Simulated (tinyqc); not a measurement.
The product rho l across metals: free and nearly free electrons in a metal.

Constants: hbar^2/2m0 = 3.80998211 eV angstrom^2; hbar = 6.58211957e-16 eV s.

Free electrons with m = 1; fcc cells hold 4 atoms and bcc cells 2; n = atoms z/a^3, kF = (3 pi^2 n)^(1/3), rho l = hbar kF/(n e^2), e = 1.602176634e-19 C. Inputs are chosen for the exercise.

Results:

| case | lattice | a (angstrom) | z | rho (micro-ohm cm) | kF (1/angstrom) | EF (eV) | l (nm) | rho l (1e-16 ohm m^2) |
|---|---|---|---|---|---|---|---|---|
| near Na | bcc | 4.263 | 1 | 4.43 | 0.914 | 3.19 | 32.8 | 14.55 |
| near Cu | fcc | 3.587 | 1 | 1.71 | 1.369 | 7.14 | 38.0 | 6.49 |
| near Li | bcc | 3.519 | 1 | 9.34 | 1.108 | 4.67 | 10.6 | 9.91 |
| near Au | fcc | 4.113 | 1 | 2.26 | 1.194 | 5.43 | 37.8 | 8.53 |
| near K | bcc | 5.209 | 1 | 7.34 | 0.748 | 2.13 | 29.6 | 21.72 |
| near Ag | fcc | 4.082 | 1 | 1.60 | 1.203 | 5.51 | 52.5 | 8.40 |

What does the comparison show?

rho l falls as n^(-2/3): it is lowest for the case near Cu and highest for near K. The lowest bulk rho belongs to near Ag; in very narrow wires, where rho l rules, the order changes. Real Fermi surfaces depart from spheres, most for the polyvalent and noble metals.

Computed by tinyqc, a small Python program: `OMP_NUM_THREADS=1 python tinyqc.py 1681507 1681508 out.jsonl` (the numbers bound the seed that draws the inputs); one thread of a shared host (Intel(R) Xeon(R) Processor @ 2.30GHz), about 0.01 s for the whole set of steps.
